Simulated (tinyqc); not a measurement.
## Pinning factor and decay constant from two barriers

Question. phiB = S (phiM - chi) + (1 - S)(Eg - E0) with S = 1/(1 + (1/S0 - 1) exp(-be ti)). Find S0, S at the given thickness and be.

Inputs (values chosen for the exercise); semiconductor values close to those of gallium arsenide; interlayer mass of the order of that in lanthanum oxide, offset chosen freely: band gap Eg = 1.43 eV; electron affinity chi = 3.95 eV; charge-neutrality level above the valence band E0 = 0.48 eV; metal work function phiM = 4.23 eV.

phiB at ti = 0, 0.2 nm (eV): [0.883, 0.81502507]

Solution. Each barrier gives its S by linear interpolation between the pinned and the unpinned value; the ratio of the two values of 1/S - 1 is exp(be ti).

S0 = 0.1000
S = 0.2015
be = 4.100 1/nm

Numbers from tinyqc (`OMP_NUM_THREADS=1 python tinyqc.py 2270120 2270121 out.jsonl`; about 0.03 s on one thread of a shared Intel Xeon 2.30GHz).
